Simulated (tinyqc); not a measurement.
## Via and link resistance from two via chains

Problem. A chain of 1000 vias joined by 1000 metal links has R = 1000 (Rv + Rlink), with Rlink proportional to the link length. Find Rv, Rlink for length L, and the value of Rv that the short chain would give if the links were ignored.

resistance of chains of 1000 links with link lengths L and 3 L (ohm): [17100, 45100]

Answer. R per link is a straight line in the link length; its intercept at zero length is Rv.

Rv = 3.100 ohm
Rlink = 14.00 ohm
Rv without correction = 17.10 ohm

Numbers from tinyqc (`OMP_NUM_THREADS=1 python tinyqc.py 2750039 2750040 out.jsonl`; about 0.01 s on one thread of a shared Intel Xeon 2.30GHz).
